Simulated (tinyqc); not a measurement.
Square-lattice Ising model by mean field, Bethe lattice, transfer matrix, exact enumeration and Monte Carlo steps: one step, computed by the program tinyqc. Command: `OMP_NUM_THREADS=1 python tinyqc.py 3013248 3013249 out.jsonl ising walk`. One thread of a shared host (Intel(R) Xeon(R) Processor @ 2.30GHz), about 1 s of CPU time with the checks.

H = -J sum over nearest pairs s_i s_j, s = +-1, no field, periodic boundaries; energies per site are in J. As a lattice gas or an alloy, s marks which species holds the site.

Problem. Transfer matrix. Strip of w sites, periodic across (for w = 2 the pair is joined by two bonds): T(s, s') = exp(K [sum_i s_i s'_i + (r(s) + r(s'))/2]), r(s) = sum_i s_i s_(i+1).

Inputs (values chosen for the exercise, for a model lattice): temperature T = 506 K; strip width w = 3.

K = 0.2545655

Give: T.

Solution.

T, lower triangle (symmetric):
```
        +++     ++-     +-+     +--     -++     -+-     --+     ---
+++  4.6062
++-  1.6638  1.6638
+-+  1.6638  0.6010  1.6638
+--  1.0000  1.0000  1.0000  1.6638
-++  1.6638  0.6010  0.6010  0.3612  1.6638
-+-  1.0000  1.0000  0.3612  0.6010  1.0000  1.6638
--+  1.0000  0.3612  1.0000  0.6010  1.0000  0.6010  1.6638
---  1.0000  1.0000  1.0000  1.6638  1.0000  1.6638  1.6638  4.6062
```
